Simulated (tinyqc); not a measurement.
Raising D: domain walls in a thin film with perpendicular anisotropy: Bloch, Neel and chiral walls, motion and stripe domains. Computed by tinyqc, a small Python program. Command: `OMP_NUM_THREADS=1 python tinyqc.py 3026578 3026579 out.jsonl mwall walk`. One thread of a shared host (Intel(R) Xeon(R) Processor @ 2.30GHz), about 0.01 s of CPU time with the checks.

One-dimensional wall: polar angle theta(x), azimuth phi of the moment in the wall (phi = 0 Neel, 90 degrees Bloch). mu_0 = 1.25663706212e-6 T m/A, gamma = 1.76085963023e11 rad/(s T).

Inputs (values chosen for the exercise, for a model film):

| quantity | value | unit |
|---|---|---|
| saturation magnetisation M_s | 716 | kA/m |
| exchange stiffness A | 21 | pJ/m |
| uniaxial anisotropy K_u | 444 | kJ/m^3 |
| DMI constant D | 0.087 | mJ/m^2 |
| thickness t | 2.1 | nm |

Method. K_eff = K_u - mu_0 M_s^2/2; Delta = sqrt(A/K_eff); sigma_0 = 4 sqrt(A K_eff); profile theta = 2 arctan exp(x/Delta); quality factor Q = 2 K_u/(mu_0 M_s^2). sigma(phi) = sigma_0 + 2 Delta K_D cos^2(phi) - pi D cos(phi), with the wall shape anisotropy K_D = N_x mu_0 M_s^2/2, N_x = t ln 2/(pi Delta). The minimum has cos(phi) = D/D_N for D < D_N = 4 Delta K_D/pi and phi = 0 beyond; sigma turns negative at D_c = (sigma_0 + 2 Delta K_D)/pi.

D_N = 0.190025 mJ/m^2

D_c = 2.13206 mJ/m^2

width parameter Delta = 13.1259 nm

sigma_0 = 6.39958 mJ/m^2

Wall against D; the last column is the Kaplan-Gehring width, log10[0.955 t exp(pi sigma/(mu_0 M_s^2 t))/nm], with a dash where it falls below 10 Delta and the formula fails:

| D (mJ/m^2) | phi (degrees) | sigma (mJ/m^2) | sigma/sigma_0 | log10 domain width |
|---|---|---|---|---|
| 0.038 | 78.465 | 6.3876 | 0.99813 | 6.7442 |
| 0.095 | 60.004 | 6.3250 | 0.98834 | 6.6810 |
| 0.150 | 37.873 | 6.2136 | 0.97094 | 6.5687 |
| 0.430 | 0.000 | 5.3472 | 0.83555 | 5.6949 |
| 0.850 | 0.000 | 4.0277 | 0.62937 | 4.3642 |
| 1.300 | 0.000 | 2.6140 | 0.40846 | 2.9385 |
| 1.700 | 0.000 | 1.3574 | 0.21210 | - |
| 1.900 | 0.000 | 0.7290 | 0.11392 | - |

What follows from these numbers?

D_N is 9 % of D_c, so a small D fixes the chirality long before it lowers the energy much. Beyond D_N sigma falls by pi per unit of D, and the domain width, which has sigma in an exponent, drops by 3.8 decades over the valid rows (values above 6 mean a single domain in any device).

Extremes, crossings and ranges named in words are read from the listed rows.
